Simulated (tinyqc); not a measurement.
Shrinking the mesa: defect, radiative and Auger recombination at equal electron and hole densities (ABC model).

J/(e d) = Ae n + B n^2 + C n^3 with Ae = A + 4 S/w (four side walls, carriers spread evenly), e = 1.602176634e-19 C, lengths in cm; internal efficiency IQE = B n^2/(Ae n + B n^2 + C n^3); all injected carriers recombine in the layer.

Parameters, chosen for this exercise (orders of magnitude like those quoted for Si; not measured data): A = 35000 1/s (defect rate); B = 6.4e-15 cm^3/s (radiative coefficient); C = 4.2e-30 cm^6/s (Auger coefficient); d = 83000 nm (active thickness); S2 = 10 cm/s (recombination velocity of the side walls in this comparison); J = 1.2 A/cm^2 (current density).

S = S2; w takes the values listed.

Results:

| w (micrometre) | Ae (1/s) | IQE_max | J at the peak (A/cm^2) | IQE at J |
|---|---|---|---|---|
| 200 | 3.70e+04 | 0.00805 | 9.31 | 0.00373 |
| 100 | 3.90e+04 | 0.00784 | 10.1 | 0.00341 |
| 50 | 4.30e+04 | 0.00747 | 11.7 | 0.00287 |
| 20 | 5.50e+04 | 0.00661 | 16.9 | 0.00183 |
| 10 | 7.50e+04 | 0.00567 | 26.8 | 0.00101 |
| 5 | 1.15e+05 | 0.00458 | 50.8 | 0.000434 |
| 2 | 2.35e+05 | 0.00321 | 148 | 0.000105 |
| 1 | 4.35e+05 | 0.00236 | 373 | 3.05e-05 |

The walls equal the bulk defect rate at w = 4 S/A = 11.4 micrometre. From 200 to 1 micrometre the peak efficiency falls from 0.00805 to 0.00236 and moves to a current 40.1 times higher; at the fixed J the efficiency goes from 0.00373 to 3.05e-05. For large w diffusion to the walls, left out here, would limit the loss. Rows with w below the thickness of the layer describe needles rather than mesas and are formal.

Computed by tinyqc, a small Python program: `OMP_NUM_THREADS=1 python tinyqc.py 1682698 1682699 out.jsonl` (the numbers bound the seed that draws the inputs); one thread of a shared host (Intel(R) Xeon(R) Processor @ 2.30GHz), about 0.01 s for the whole set of steps.
